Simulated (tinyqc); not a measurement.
What each parameter does: optical transitions of a finite quantum well.

Each carrier sees a square well of width L with its own depth V and masses m (inside), mb (outside); c = hbar^2/2m0, k = sqrt(m E/c), kappa = sqrt(mb (V - E)/c), and level n solves k L + 2 atan[(k/m)/(kappa/mb)] = n pi. The envelope is cos(kz) for odd n and sin(kz) for even n inside, joins exp(-kappa (|z| - L/2)) outside, and is normalised to 1. Excitons and band mixing are left out.

Constants: hbar^2/2m0 = 3.80998211 eV angstrom^2; hc = 1239.841984 eV nm.

Inputs chosen for the exercise (near those of an InGaAs well in InAlAs; not measured data):
- L = 132 angstrom (well width)
- Eg = 0.807 eV (gap of the well)
- Vc = 0.533 eV (conduction offset)
- Vv = 0.215 eV (valence offset)
- me = 0.0404 m0 (electron, well)
- meb = 0.0738 m0 (electron, barrier)
- mh = 0.367 m0 (heavy hole along z, well)
- mhb = 0.401 m0 (heavy hole, barrier)
- ml = 0.0536 m0 (light hole along z, well)
- mlb = 0.0919 m0 (light hole, barrier)

Edge wavelength hc/(Eg + e1 + hh1), squared overlap of e1 and hh1, and the confinement energies.

Results for these values:
```
case  edge (nm)  overlap^2  e1 (meV)  hh1 (meV)
base     1467.5     0.9866      33.1        4.8
```

What happens to each result for me = 0.0444 m0, all else kept?

Answer: edge rises from 1467.5 to 1470.7; overlap^2 rises from 0.9866 to 0.9895; e1 falls from 33.1 to 31.3; hh1 does not change at the printed digits.

The same for each parameter in turn:
```
case              edge (nm)  overlap^2  e1 (meV)  hh1 (meV)
base                 1467.5     0.9866      33.1        4.8
L = 145 angstrom     1476.9     0.9882      28.5        4.0
Eg = 0.823 eV        1440.2     0.9866      33.1        4.8
Vc = 0.453 eV        1469.5     0.9829      31.9        4.8
Vv = 0.258 eV        1467.4     0.9844      33.1        4.9
me = 0.0444 m0       1470.7     0.9895      31.3        4.8
mh = 0.422 m0        1468.4     0.9838      33.1        4.3
meb = 0.0886 m0      1469.6     0.9845      31.9        4.8
```

tinyqc: `OMP_NUM_THREADS=1 python tinyqc.py 1250197 1250198 out.jsonl`; about 0.06 s, one thread, shared Intel(R) Xeon(R) Processor @ 2.30GHz.
